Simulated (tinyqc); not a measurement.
What moves the results: static screening by free carriers. A value that a table varies takes the place of the one given here.

kF = (3 pi^2 n/Mv)^(1/3), EF = c kF^2/m with c = hbar^2/2m0, n in 1/angstrom^3 (1e-24 per 1/cm^3), e2 = e^2/(4 pi eps0). Thomas-Fermi: qTF^2 = 6 pi e2 n/(eps EF). Debye: qD^2 = 4 pi e2 n/(eps kB T).

F_j(eta) = (1/Gamma(j + 1)) integral_0^infinity x^j dx/(1 + exp(x - eta)), which tends to exp(eta) for eta << 0.

At finite T: qs^2 = qD^2 F_-1/2(eta)/F_1/2(eta), where n = Mv N F_1/2(eta) and N = 2 (m kB T/(4 pi c))^(3/2) with c = hbar^2/2m0, in 1/angstrom^3; times 1e24 for 1/cm^3.

Donor in the screened potential -(e2/eps) exp(-qs r)/r with the trial function exp(-r/a): E(a) = c/(m a^2) - (e2/eps) 4/(a (2 + qs a)^2), e2 = e^2/(4 pi eps0), c = hbar^2/2m0; isotropic mass.

Constants: hbar^2/2m0 = 3.80998211 eV angstrom^2; e^2/(4 pi eps0) = 14.39964547 eV angstrom; kB = 8.617333262e-05 eV/K; a0 (Bohr radius) = 0.5291772105 angstrom.

Values chosen for the exercise (near those of Si; the results hold for these values, not for the real material): m = 0.3284 m0 (mass of one isotropic valley); Mv = 6 (valleys); eps = 11 (background dielectric constant); T = 300 K; n = 1.7e+18 1/cm^3 (carrier density).

## Screening unbinds the donor

All carriers n are taken as free and screen with qs(T); E(a) is minimised over a; a dash marks no bound state. aB = a0 eps/m.

Donor level:
```
n (1/cm^3)  n^(1/3) aB  qs aB  E (meV)   a/aB
1.0e+15          0.018  0.014   -35.89  1.000
1.0e+16          0.038  0.045   -33.73  1.001
6.0e+16          0.069  0.109   -29.46  1.008
2.0e+17          0.104  0.200   -24.15  1.025
5.0e+17          0.141  0.315   -18.29  1.059
1.0e+18          0.177  0.444   -12.84  1.114
3.0e+18          0.256  0.760    -3.63  1.375
8.0e+18          0.355  1.206        -      -
```

aB = 17.7 angstrom

What can be read from the table?

The level rises from -35.89 meV at the lowest density to -3.63 meV at 3e+18 1/cm^3, against -36.93 meV unscreened. The trial function finds no bound state from 8e+18 1/cm^3 on, where qs aB = 1.21 and n^(1/3) aB = 0.35. This trial function loses binding at qs aB = 1 and the exact Yukawa problem at 1.19; the Mott rule of thumb is n^(1/3) aB = 0.26.

## From Debye to Thomas-Fermi

Screening lengths (angstrom):
```
n (1/cm^3)    eta   Debye  Thomas-Fermi  finite T
9.0e+16     -5.75   132.1         17.44     132.2
6.0e+17     -3.85   51.18         12.71     51.37
3.0e+18     -2.21   22.89         9.721     23.31
1.0e+19     -0.92   12.54         7.953     13.29
4.0e+19      0.83   6.268         6.313     7.627
1.0e+20      2.45   3.964         5.419     5.801
6.0e+20      9.16   1.618         4.020     4.040
2.0e+21     20.61  0.8864         3.289     3.292
```

What can be read from the table?

Debye is within 5 % of the finite-T length up to 3e+18 1/cm^3 of the densities listed and Thomas-Fermi from 6e+20 on. The length goes as n^-0.50 at the low end and n^-0.17 at the high end, against the limits -1/2 and -1/6. Both limits give too short a length.

## What sets the screening length

All results formed anew. Each row changes one parameter from the base and keeps the others.

Results:
```
case                Debye (angstrom)  Thomas-Fermi (angstrom)  finite T (angstrom)
base                           30.40                    10.69                30.72
n = 3.4e+18 1/cm^3             21.50                    9.520                21.95
m = 0.4269 m0                  30.40                    9.372                30.62
eps = 13.2                     33.31                    11.71                33.66
T = 360 K                      33.31                    10.69                33.57
Mv = 7                         30.40                    10.15                30.68
```

What does this show?

The largest shifts from the base row, up to three for each result and ties (the steps differ in size, so this ranks the rows, not the parameters). Debye (angstrom): n -8.91, eps +2.90, T +2.90; unchanged at the printed digits by m and Mv. Thomas-Fermi (angstrom): m -1.31, n -1.17, eps +1.02; unchanged at the printed digits by T. finite T (angstrom): n -8.78, eps +2.93, T +2.85.

Run: tinyqc, `OMP_NUM_THREADS=1 python tinyqc.py 1650970 1650971 out.jsonl`; Intel(R) Xeon(R) Processor @ 2.30GHz, one thread, shared host; about 0.01 s of CPU time with all checks.
